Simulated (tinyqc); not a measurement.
Three families of gaps: armchair graphene nanoribbon in tight binding.

An armchair ribbon of N dimer lines, width (N - 1) sqrt3 acc/2, period 3 acc, one pz orbital a site. In line n, A_n binds to B_n with -t exp(ik/3), times (1 + d) in the two edge lines, and to B_(n-1) and B_(n+1) with -t exp(-ik/6); k runs from -pi to pi. For d = 0 the modes across the ribbon are sin(n p pi/(N + 1)), p = 1 to N, with E = -/+ t sqrt(1 + 4 c^2 + 4 c cos(k/2)), c = cos(p pi/(N + 1)).

Inputs chosen for the exercise (near those used for graphene; shifted at random, so the results belong to these values and not to a real crystal):

| symbol | value | unit | meaning |
|---|---|---|---|
| t | 2.8 | eV | hopping |
| acc | 1.42 | angstrom | bond length |
| N0 | 12 |  | first width |
| d1 | 0.12 |  | edge correction |

Nine widths from N0 on, gaps at k = 0 with d = 0 and d = d1.

Gaps:

| N | family | width (angstrom) | gap, d = 0 (eV) | gap, d1 (eV) | gap x (N + 1) sqrt3 acc/2 (eV angstrom) |
|---|---|---|---|---|---|
| 12 | 3p | 13.53 | 0.7623 | 0.6295 | 10.06 |
| 13 | 3p+1 | 14.76 | 0.7405 | 0.8899 | 15.32 |
| 14 | 3p+2 | 15.99 | 0.0000 | 0.1280 | 2.36 |
| 15 | 3p | 17.22 | 0.6224 | 0.5124 | 10.08 |
| 16 | 3p+1 | 18.45 | 0.6077 | 0.7288 | 15.24 |
| 17 | 3p+2 | 19.68 | 0.0000 | 0.1064 | 2.36 |
| 18 | 3p | 20.91 | 0.5258 | 0.4321 | 10.10 |
| 19 | 3p+1 | 22.14 | 0.5153 | 0.6170 | 15.18 |
| 20 | 3p+2 | 23.37 | 0.0000 | 0.0911 | 2.35 |

Without edge correction the 3p+2 ribbons have no gap and the other two families nearly share one curve. With it the mean of the last column is 15.24 for 3p+1, 10.08 for 3p and 2.36 eV angstrom for 3p+2: the stronger edge bonds raise the gap of 3p+1, lower that of 3p and open one in 3p+2. Within a family the gap falls about as 1/width. One-electron gaps of this kind leave out the self-energy and exciton terms, which are large in narrow ribbons.

Run: tinyqc, `OMP_NUM_THREADS=1 python tinyqc.py 1480047 1480048 out.jsonl`; Intel(R) Xeon(R) Processor @ 2.30GHz, one thread, shared host; about 0.03 s of CPU time with all checks.
